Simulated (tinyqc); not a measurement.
Atomic layer deposition: Langmuir saturation, growth per cycle and coating of deep features: one step, computed by the program tinyqc. Command: `OMP_NUM_THREADS=1 python tinyqc.py 3008393 3008394 out.jsonl ald walk`. One thread of a shared host (Intel(R) Xeon(R) Processor @ 2.30GHz), about 0.04 s of CPU time with the checks.

Precursor A sticks only on free sites, so a long enough pulse saturates; co-reactant B then frees the sites again.

Problem. The first four cycles. One cycle from coverage th0: pulse A gives th1 = th_s + (th0 - th_s) exp(-(k_a + k_d) t), th_s = k_a/(k_a + k_d); the purge leaves th2 = th1 exp(-k_d t_p); pulse B converts c_B th2 into film and leaves th3 = (1 - c_B) th2. Growth = G c_B th2. Start from th0 = 0.

Inputs (values chosen for the exercise, modelled on hafnium oxide from an amide and water):

| quantity | value | unit |
|---|---|---|
| growth per cycle at saturation G | 0.99 | angstrom |
| temperature T | 275 | C |
| pulse time t | 0.062 | s |
| co-reactant completion per pulse c_B | 0.99 | - |
| purge time t_p | 7.9 | s |

k_a = 36.79537 1/s

k_d = 2.166993e-06 1/s

Give: Cycles.

Solution.

Cycles:

| cycle | th0 | th1 | th2 | th3 | growth (angstrom) |
|---|---|---|---|---|---|
| 1 | 0.0000000 | 0.89785 | 0.89783 | 0.0089783 | 0.87997 |
| 2 | 0.0089783 | 0.89877 | 0.89875 | 0.0089875 | 0.88087 |
| 3 | 0.0089875 | 0.89877 | 0.89875 | 0.0089875 | 0.88087 |
| 4 | 0.0089875 | 0.89877 | 0.89875 | 0.0089875 | 0.88087 |
